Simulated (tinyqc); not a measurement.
What each parameter does: temperature and isotope dependence of a band gap in oscillator models.

E(T) = E0 - sum_i sl_i th_i n_i(T), n = 1/(exp(th/T) - 1). The same coupling lowers the gap at 0 K by the zero-point term ZP = sum_i sl_i th_i/2, so the gap of the static lattice is E0 + ZP. Thermal expansion is taken as part of the slopes.

Inputs chosen for the exercise (near those of GaP; the results hold for these values, not for the real material):
- E0 = 2.327 eV (gap at 0 K)
- th = (111, 438) K (temperatures of two oscillators)
- sl = (0.0797, 0.3893) meV/K (their high-temperature slopes)
- T = 300 K (temperature)

Gap at T, slope -sum sl_i (th_i/T)^2 n_i (1 + n_i) and ZP.

One parameter was then changed.

Results before and after:

| case | E(T) (eV) | dE/dT (meV/K) | ZP (meV) |
|---|---|---|---|
| base | 2.2557 | -0.4057 | 89.68 |
| changed | 2.2643 | -0.3823 | 106.61 |

Which of these changes was made? (a) E0 = 2.337 eV; (b) T = 340 K; (c) th = (111, 525) K; (d) sl = (0.1036, 0.3893) meV/K.

Answer: (c) th = (111, 525) K. Of the candidates, run in turn, only this one gives the changed row.

All candidates:

| case | E(T) (eV) | dE/dT (meV/K) | ZP (meV) |
|---|---|---|---|
| base | 2.2557 | -0.4057 | 89.68 |
| T = 340 K | 2.2392 | -0.4186 | 89.68 |
| E0 = 2.337 eV | 2.2657 | -0.4057 | 89.68 |
| th = (111, 525) K | 2.2643 | -0.3823 | 106.61 |
| sl = (0.1036, 0.3893) meV/K | 2.2497 | -0.4294 | 91.01 |

Computed by tinyqc, a small Python program: `OMP_NUM_THREADS=1 python tinyqc.py 1851287 1851288 out.jsonl` (the numbers bound the seed that draws the inputs); one thread of a shared host (Intel(R) Xeon(R) Processor @ 2.30GHz), about 0.01 s for the whole set of steps.
